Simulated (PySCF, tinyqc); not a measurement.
Worked calculation: CID on RHF in the sto-6g basis, for Be, spin multiplicity 1. The lowest restricted solution is unstable here: a spin-polarised one lies 0.0017 hartree lower (PySCF). Computed by tinyqc, a small Python program that keeps every step (integrals from PySCF). Settings: charge = 0, multiplicity = 1, basis = sto-6g, method = RHF, energy threshold = 1e-10, iteration cap = 63, orthogonalisation = canonical, start = atomic densities, DIIS depth = 6, ci = CID. Command: `OMP_NUM_THREADS=1 python tinyqc.py 21484 21485 out.jsonl` (the two numbers bound the seeds that draw the settings). One thread of a shared host (Intel(R) Xeon(R) Processor @ 2.60GHz), about 0.08 s of CPU time with the checks. The early iterations of the SCF are left out here.

## One-electron integrals

Geometry (angstrom):
```
atom         x         y         z
Be    0.000000  0.000000  0.000000
```

Basis sto-6g: exponents (1/bohr^2) and contraction coefficients of normalised primitives:
```
element  l (shell)    exponent  coefficient
Be           s (1)  312.870494     0.009164
Be           s (1)   57.364463     0.049361
Be           s (1)   16.048509     0.168538
Be           s (1)    5.513096     0.370563
Be           s (1)    2.140897     0.416492
Be           s (1)    0.881739     0.130334
Be           s (2)   13.633247    -0.013253
Be           s (2)    2.698375    -0.046992
Be           s (2)    0.838653    -0.033785
Be           s (2)    0.322660     0.250242
Be           s (2)    0.140131     0.595117
Be           s (2)    0.064233     0.240706
Be           p (3)   13.633247     0.003760
Be           p (3)    2.698375     0.037679
Be           p (3)    0.838653     0.173897
Be           p (3)    0.322660     0.418036
Be           p (3)    0.140131     0.425860
Be           p (3)    0.064233     0.101708
```

Overlap, kinetic and nuclear-attraction integrals over the contracted functions; the nuclear repulsion is the sum of Za Zb / Rab.

nuclear repulsion = 0 hartree

overlap S, order 1Be 1s, 1Be 2s, 1Be 2px, 1Be 2py, 1Be 2pz:
```
[[1.000000, 0.254764, 0.000000, 0.000000, 0.000000],
 [0.254764, 1.000000, 0.000000, 0.000000, 0.000000],
 [0.000000, 0.000000, 1.000000, 0.000000, 0.000000],
 [0.000000, 0.000000, 0.000000, 1.000000, 0.000000],
 [0.000000, 0.000000, 0.000000, 0.000000, 1.000000]]
```

kinetic energy T (hartree), order 1Be 1s, 1Be 2s, 1Be 2px, 1Be 2py, 1Be 2pz:
```
[[6.768753, -0.207382, 0.000000, 0.000000, 0.000000],
 [-0.207382, 0.220121, 0.000000, 0.000000, 0.000000],
 [0.000000, 0.000000, 0.661265, 0.000000, 0.000000],
 [0.000000, 0.000000, 0.000000, 0.661265, 0.000000],
 [0.000000, 0.000000, 0.000000, 0.000000, 0.661265]]
```

nuclear attraction V (hartree), order 1Be 1s, 1Be 2s, 1Be 2px, 1Be 2py, 1Be 2pz:
```
[[-14.714791, -1.650733, 0.000000, 0.000000, 0.000000],
 [-1.650733, -2.300087, 0.000000, 0.000000, 0.000000],
 [0.000000, 0.000000, -2.299985, 0.000000, 0.000000],
 [0.000000, 0.000000, 0.000000, -2.299985, 0.000000],
 [0.000000, 0.000000, 0.000000, 0.000000, -2.299985]]
```

core Hamiltonian H = T + V (hartree), order 1Be 1s, 1Be 2s, 1Be 2px, 1Be 2py, 1Be 2pz:
```
[[-7.946038, -1.858116, 0.000000, 0.000000, 0.000000],
 [-1.858116, -2.079966, 0.000000, 0.000000, 0.000000],
 [0.000000, 0.000000, -1.638720, 0.000000, 0.000000],
 [0.000000, 0.000000, 0.000000, -1.638720, 0.000000],
 [0.000000, 0.000000, 0.000000, 0.000000, -1.638720]]
```

## Two-electron integrals

Functions are numbered as in S; the eight-fold symmetry (ij|kl) = (ji|kl) = (kl|ij) leaves the list below.

Two-electron integrals (ij|kl) in chemists' order, unique and non-zero (hartree):
```
(11|11) 2.299996   (21|11) 0.361879   (21|21) 0.071926   (22|11) 0.570332
(22|21) 0.139654   (22|22) 0.417773   (31|31) 0.015252   (32|31) 0.022555
(32|32) 0.092340   (33|11) 0.570332   (33|21) 0.139654   (33|22) 0.417773
(33|33) 0.450117   (41|41) 0.015252   (42|41) 0.022555   (42|42) 0.092340
(43|43) 0.024258   (44|11) 0.570332   (44|21) 0.139654   (44|22) 0.417773
(44|33) 0.401601   (44|44) 0.450117   (51|51) 0.015252   (52|51) 0.022555
(52|52) 0.092340   (53|53) 0.024258   (54|54) 0.024258   (55|11) 0.570332
(55|21) 0.139654   (55|22) 0.417773   (55|33) 0.401601   (55|44) 0.401601
(55|55) 0.450117
```

## Orthogonalisation

S = U s U^T; canonical form X = U s^(-1/2), so that X^T S X = 1. Each column of U has its largest component positive (the first on a tie).

eigenvalues of S: [0.745236, 1.000000, 1.000000, 1.000000, 1.254764]

X, order 1Be 1s, 1Be 2s, 1Be 2px, 1Be 2py, 1Be 2pz:
```
[[0.819102, 0.000000, 0.000000, 0.000000, 0.631254],
 [-0.819102, 0.000000, 0.000000, 0.000000, 0.631254],
 [0.000000, 1.000000, 0.000000, 0.000000, 0.000000],
 [0.000000, 0.000000, 1.000000, 0.000000, 0.000000],
 [0.000000, 0.000000, 0.000000, 1.000000, 0.000000]]
```

Within a degenerate level the vectors are fixed only up to a rotation; this is one choice.

## Iteration 3 (converged): orbitals

converged F (hartree), order 1Be 1s, 1Be 2s, 1Be 2px, 1Be 2py, 1Be 2pz:
```
[[-4.540669, -1.225174, 0.000000, 0.000000, 0.000000],
 [-1.225174, -0.566374, 0.000000, 0.000000, 0.000000],
 [0.000000, 0.000000, 0.219697, 0.000000, 0.000000],
 [0.000000, 0.000000, 0.000000, 0.219697, 0.000000],
 [0.000000, 0.000000, 0.000000, 0.000000, 0.219697]]
```

Diagonalise F' = X^T F X, C = X C', fill 2 alpha and 2 beta electrons from the bottom; D = 2 C_occ C_occ^T. Each column has its largest component positive (the first on a tie).

F' = X^T F X (hartree):
```
[[-1.782452, 0.000000, 0.000000, 0.000000, -2.054954],
 [0.000000, 0.219697, 0.000000, 0.000000, 0.000000],
 [0.000000, 0.000000, 0.219697, 0.000000, 0.000000],
 [0.000000, 0.000000, 0.000000, 0.219697, 0.000000],
 [-2.054954, 0.000000, 0.000000, 0.000000, -3.011478]]
```

orbital energies (hartree): [-4.541835, -0.252096, 0.219697, 0.219697, 0.219697]

coefficients C, order 1Be 1s, 1Be 2s, 1Be 2px, 1Be 2py, 1Be 2pz:
```
[[0.995521, -0.279907, 0.000000, 0.000000, 0.000000],
 [0.017048, 1.033982, 0.000000, 0.000000, 0.000000],
 [0.000000, 0.000000, 1.000000, 0.000000, 0.000000],
 [0.000000, 0.000000, 0.000000, 0.000000, 1.000000],
 [0.000000, 0.000000, 0.000000, 1.000000, 0.000000]]
```

D after iteration 3, order 1Be 1s, 1Be 2s, 1Be 2px, 1Be 2py, 1Be 2pz:
```
[[2.138820, -0.544895, 0.000000, 0.000000, 0.000000],
 [-0.544895, 2.138820, 0.000000, 0.000000, 0.000000],
 [0.000000, 0.000000, 0.000000, 0.000000, 0.000000],
 [0.000000, 0.000000, 0.000000, 0.000000, 0.000000],
 [0.000000, 0.000000, 0.000000, 0.000000, 0.000000]]
```

Within a degenerate level the vectors are fixed only up to a rotation; this is one choice.

## Convergence

Stop when the energy changes by less than 1e-10 hartree and every element of the error matrix X^T (F D S - S D F) X is below 3e-06.

Course of the cycle:
```
iteration   E (hartree)    change  largest element of the error matrix
1          -14.59628301         -                             1.48e-02
2          -14.50336112  9.29e-02                             1.04e-15
3          -14.50336112  0.000000                             1.15e-15
```

PySCF RHF in the same basis = -14.50336112 hartree

Converged in 3 iterations.

## Integrals over molecular orbitals

(pq|rs) = sum C_ip C_jq C_kr C_ls (ij|kl), one index at a time.

one-electron integrals over orbitals h = C^T H C (hartree):
```
[[-7.938690, 0.273738, 0.000000, 0.000000, 0.000000],
 [0.273738, -1.770740, 0.000000, 0.000000, 0.000000],
 [0.000000, 0.000000, -1.638720, 0.000000, 0.000000],
 [0.000000, 0.000000, 0.000000, -1.638720, 0.000000],
 [0.000000, 0.000000, 0.000000, 0.000000, -1.638720]]
```

Two-electron integrals over orbitals (pq|rs), unique and non-zero (hartree):
```
(11|11) 2.283826    (21|11) -0.258589   (21|21) 0.047031    (22|11) 0.580031
(22|21) -0.015149   (22|22) 0.405613    (31|31) 0.015908    (32|31) 0.020487
(32|32) 0.086861    (33|11) 0.570096    (33|21) -0.008475   (33|22) 0.410497
(33|33) 0.450117    (41|41) 0.015908    (42|41) 0.020487    (42|42) 0.086861
(43|43) 0.024258    (44|11) 0.570096    (44|21) -0.008475   (44|22) 0.410497
(44|33) 0.401601    (44|44) 0.450117    (51|51) 0.015908    (52|51) 0.020487
(52|52) 0.086861    (53|53) 0.024258    (54|54) 0.024258    (55|11) 0.570096
(55|21) -0.008475   (55|22) 0.410497    (55|33) 0.401601    (55|44) 0.401601
(55|55) 0.450117
```

## CID: determinants and Hamiltonian

Hartree-Fock energy = -14.50336112 hartree

Slater-Condon rules over spin orbitals, with the nuclear repulsion added and E(HF) subtracted on the diagonal. Only determinants linked to the reference directly or through others are kept (one block of an abelian symmetry group), so some states are absent.

Occupation strings over the orbitals (2 doubly, a alpha, b beta, 0 empty; spin orbitals ordered 1a 1b 2a 2b ...): 22000 20200 ab200 20020 ab020 20002 ab002 ba200 02200 ba020 02020 ba002 02002

H - E(HF) between determinants (hartree), order 22000, 20200, ab200, 20020, ab020, 20002, ab002, ba200, 02200, ba020, 02020, ba002, 02002:
```
[[0.000000, 0.086861, -0.020487, 0.086861, -0.020487, 0.086861, -0.020487, 0.020487, 0.015908, 0.020487, 0.015908, 0.020487, 0.015908],
 [0.086861, 0.331052, -0.022287, 0.024258, 0.000000, 0.024258, 0.000000, 0.022287, 0.047031, 0.000000, 0.000000, 0.000000, 0.000000],
 [-0.020487, -0.022287, 4.405055, 0.000000, 0.024258, 0.000000, 0.024258, -0.047031, 0.221153, 0.000000, 0.000000, 0.000000, 0.000000],
 [0.086861, 0.024258, 0.000000, 0.331052, -0.022287, 0.024258, 0.000000, 0.000000, 0.000000, 0.022287, 0.047031, 0.000000, 0.000000],
 [-0.020487, 0.000000, 0.024258, -0.022287, 4.405055, 0.000000, 0.024258, 0.000000, 0.000000, -0.047031, 0.221153, 0.000000, 0.000000],
 [0.086861, 0.024258, 0.000000, 0.024258, 0.000000, 0.331052, -0.022287, 0.000000, 0.000000, 0.000000, 0.000000, 0.022287, 0.047031],
 [-0.020487, 0.000000, 0.024258, 0.000000, 0.024258, -0.022287, 4.405055, 0.000000, 0.000000, 0.000000, 0.000000, -0.047031, 0.221153],
 [0.020487, 0.022287, -0.047031, 0.000000, 0.000000, 0.000000, 0.000000, 4.405055, -0.221153, 0.024258, 0.000000, 0.024258, 0.000000],
 [0.015908, 0.047031, 0.221153, 0.000000, 0.000000, 0.000000, 0.000000, -0.221153, 10.008435, 0.000000, 0.024258, 0.000000, 0.024258],
 [0.020487, 0.000000, 0.000000, 0.022287, -0.047031, 0.000000, 0.000000, 0.024258, 0.000000, 4.405055, -0.221153, 0.024258, 0.000000],
 [0.015908, 0.000000, 0.000000, 0.047031, 0.221153, 0.000000, 0.000000, 0.000000, 0.024258, -0.221153, 10.008435, 0.000000, 0.024258],
 [0.020487, 0.000000, 0.000000, 0.000000, 0.000000, 0.022287, -0.047031, 0.024258, 0.000000, 0.024258, 0.000000, 4.405055, -0.221153],
 [0.015908, 0.000000, 0.000000, 0.000000, 0.000000, 0.047031, 0.221153, 0.000000, 0.024258, 0.000000, 0.024258, -0.221153, 10.008435]]
```

## CID: roots

Diagonalise (each vector has its largest component positive (the first on a tie)); all determinants have Ms = 0, so triplets appear too. The lowest singlet root is the correlation energy.

lowest roots of this matrix, relative to E(HF) (hartree): [-0.052718, 0.306301, 0.306301, 0.431103, 4.333766, 4.333766, 4.406540, 4.410563]

lowest vectors, order 22000, 20200, ab200, 20020, ab020, 20002, ab002, ba200, 02200, ba020, 02020, ba002, 02002:
```
[[0.944634, 0.000000, 0.000000, 0.327903],
 [-0.189382, -0.561381, -0.592838, 0.545376],
 [0.003360, -0.003190, -0.003369, 0.004824],
 [-0.189382, -0.232722, 0.782590, 0.545376],
 [0.003360, -0.001322, 0.004447, 0.004824],
 [-0.189382, 0.794104, -0.189751, 0.545376],
 [0.003360, 0.004512, -0.001078, 0.004824],
 [-0.003360, 0.003190, 0.003369, -0.004824],
 [-0.000752, 0.002874, 0.003035, -0.003428],
 [-0.003360, 0.001322, -0.004447, -0.004824],
 [-0.000752, 0.001191, -0.004006, -0.003428],
 [-0.003360, -0.004512, 0.001078, -0.004824],
 [-0.000752, -0.004065, 0.000971, -0.003428]]
```

<S^2> of these roots: [0.000000, 0.000000, 0.000000, 0.000000, 2.000000, 2.000000, 2.000000, 0.000000]

weight of the ground state by excitation level 0, 1, 2, ...: [0.892334, 0.000000, 0.107666]

Within a degenerate level the vectors are fixed only up to a rotation; this is one choice.

The reference has a weight of only 0.89: one determinant is a poor start here.
